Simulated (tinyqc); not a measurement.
# Which input was changed?

Model: microkinetic model of low-temperature epitaxy from hydride gases: adsorption, hydrogen desorption and rate control. Computed by tinyqc, a small Python program. Command: `OMP_NUM_THREADS=1 python tinyqc.py 3000912 3000913 out.jsonl hepi which`. One thread of a shared host (Intel(R) Xeon(R) Processor @ 2.30GHz), about 0.2 s of CPU time with the checks.

Each hydride molecule needs two free sites and leaves four hydrogen atoms, of which two leave at once as H2; theta is the hydrogen coverage, the site density is 6.78 per nm^2 and one layer is 1.358 angstrom thick.

Inputs (values chosen for the exercise, close to those used for silane and germane on Si(001)):
```
quantity,value,unit
silane pressure p_S,0.074,Pa
sticking prefactor of silane s0,0.079,-
adsorption barrier E_s,0.35,eV
desorption prefactor nu_d,1.5e+12,1/s
desorption energy on silicon E_d,2.15,eV
hydrogen carrier pressure p_H,0,Pa
sticking of hydrogen s_H,7.9e-07,-
temperature T,490,C
germane pressure p_G,0.0025,Pa
sticking ratio of germane to silane r_G,4,-
"lowering of E_d per unit germanium fraction, dE",0.34,eV
```

Film: silicon-germanium. Order of hydrogen desorption: first.

Constants: k_B = 8.617333262e-05 eV/K; u = 1.6605390666e-27 kg; k_B = 1.380649e-23 J/K.

Method:
- Flux per site F = p/(sqrt(2 pi M k_B T) x 6.78e18 per m^2), M = 32.12 u (silane), 76.63 u (germane), 2.016 u (hydrogen); s = s0 exp(-E_s/(k_B T)); k_S = s F_S, k_G = r_G s F_G; germanium fraction x = k_G/(k_S + k_G); k = k_S + k_G; k_H = s_H F_H; k_d = nu_d exp(-(E_d - dE x)/(k_B T)).
- Temperatures in kelvin are T(C) + 273.15.
- With k the hydride and k_H the hydrogen adsorption rate on free pairs and k_d the desorption rate, steady state: 2 (k + k_H)(1 - theta)^2 = k_d theta; growth rate R = k (1 - theta)^2 layers/s; 1 layer/s = 8.148 nm/min.
- With c = 2 (k + k_H)/k_d the free share is 1 - theta = 2/(1 + sqrt(1 + 4c)).

Task: One of these inputs alone was changed, within the range given: silane pressure p_S (0.037 to 0.148); desorption prefactor nu_d (7.5e+11 to 3e+12); adsorption barrier E_s (0.175 to 0.7); sticking ratio of germane to silane r_G (2 to 8). Which one, and to what value?

Results:
```
run,germanium fraction x,growth rate G (nm/min),hydrogen coverage theta
before,0.0804510,0.04326008,0.7374871
after,0.1063543,0.04615604,0.6882310
```

Result:

Each candidate set to reproduce germanium fraction x, and what it then gives:
```
candidate,range searched,value needed,growth rate G (nm/min),hydrogen coverage theta
silane pressure p_S (Pa),0.037 to 0.148,0.05440,0.046156,0.68823
desorption prefactor nu_d (1/s),7.5e+11 to 3e+12,no effect,-,-
adsorption barrier E_s (eV),0.175 to 0.7,no effect,-,-
sticking ratio of germane to silane r_G,2 to 8,5.441,0.048658,0.72554
```

Only silane pressure p_S fits every result: it went from 0.074 to 0.0544 Pa. The next best candidate, sticking ratio of germane to silane r_G, misses one result by 5.4 %.
